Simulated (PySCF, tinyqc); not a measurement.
Worked calculation: CISD on RHF in the sto-6g basis, for H4, spin multiplicity 1. The lowest restricted solution is unstable here: a spin-polarised one lies 0.0047 hartree lower (PySCF). One step of it, computed by the program tinyqc.

Problem. Iteration 1: building the Fock matrix. J_ij = sum D_kl (ij|kl), K_ij = sum D_kl (ik|jl); F = H + J - 0.5 K; E = tr D H + tr D J / 2 - 0.25 tr D K + E_nn.

D at the start, order 1H 1s, 2H 1s, 3H 1s, 4H 1s:
$$\begin{pmatrix}
0.747150 & -0.217825 & 0.747150 & -0.217825 \\
-0.217825 & 0.747150 & -0.217825 & 0.747150 \\
0.747150 & -0.217825 & 0.747150 & -0.217825 \\
-0.217825 & 0.747150 & -0.217825 & 0.747150
\end{pmatrix}$$

core Hamiltonian H = T + V (hartree), order 1H 1s, 2H 1s, 3H 1s, 4H 1s:
$$\begin{pmatrix}
-1.606868 & -0.549980 & -0.938714 & -0.353855 \\
-0.549980 & -1.606868 & -0.353855 & -0.938714 \\
-0.938714 & -0.353855 & -1.606868 & -0.549980 \\
-0.353855 & -0.938714 & -0.549980 & -1.606868
\end{pmatrix}$$

Two-electron integrals (ij|kl) in chemists' order, unique and non-zero (hartree):
```
(11|11) 0.774999   (21|11) 0.143621   (21|21) 0.040414   (22|11) 0.351055
(22|21) 0.143621   (22|22) 0.774999   (31|11) 0.283131   (31|21) 0.057588
(31|22) 0.151900   (31|31) 0.135050   (32|11) 0.073534   (32|21) 0.021431
(32|22) 0.078387   (32|31) 0.036244   (32|32) 0.013566   (33|11) 0.459247
(33|21) 0.102102   (33|22) 0.289477   (33|31) 0.283131   (33|32) 0.078387
(33|33) 0.774999   (41|11) 0.078387   (41|21) 0.021431   (41|22) 0.073534
(41|31) 0.036244   (41|32) 0.013366   (41|33) 0.073534   (41|41) 0.013566
(42|11) 0.151900   (42|21) 0.057588   (42|22) 0.283131   (42|31) 0.072598
(42|32) 0.036244   (42|33) 0.151900   (42|41) 0.036244   (42|42) 0.135050
(43|11) 0.102102   (43|21) 0.028978   (43|22) 0.102102   (43|31) 0.057588
(43|32) 0.021431   (43|33) 0.143621   (43|41) 0.021431   (43|42) 0.057588
(43|43) 0.040414   (44|11) 0.289477   (44|21) 0.102102   (44|22) 0.459247
(44|31) 0.151900   (44|32) 0.073534   (44|33) 0.351055   (44|41) 0.078387
(44|42) 0.283131   (44|43) 0.143621   (44|44) 0.774999
```

nuclear repulsion = 2.29977938 hartree

Give: Coulomb J; exchange K; Fock matrix F; total energy of this density.

Solution.

Coulomb J (hartree), order 1H 1s, 2H 1s, 3H 1s, 4H 1s:
$$\begin{pmatrix}
1.8776 & 0.4904 & 0.8786 & 0.3049 \\
0.4904 & 1.8776 & 0.3049 & 0.8786 \\
0.8786 & 0.3049 & 1.8776 & 0.4904 \\
0.3049 & 0.8786 & 0.4904 & 1.8776
\end{pmatrix}$$

exchange K (hartree), order 1H 1s, 2H 1s, 3H 1s, 4H 1s:
$$\begin{pmatrix}
1.0378 & 0.2852 & 0.8134 & 0.2463 \\
0.2852 & 1.0378 & 0.2463 & 0.8134 \\
0.8134 & 0.2463 & 1.0378 & 0.2852 \\
0.2463 & 0.8134 & 0.2852 & 1.0378
\end{pmatrix}$$

Fock matrix F (hartree), order 1H 1s, 2H 1s, 3H 1s, 4H 1s:
$$\begin{pmatrix}
-0.2482 & -0.2022 & -0.4668 & -0.1721 \\
-0.2022 & -0.2482 & -0.1721 & -0.4668 \\
-0.4668 & -0.1721 & -0.2482 & -0.2022 \\
-0.1721 & -0.4668 & -0.2022 & -0.2482
\end{pmatrix}$$

total energy of this density = -2.015700 hartree
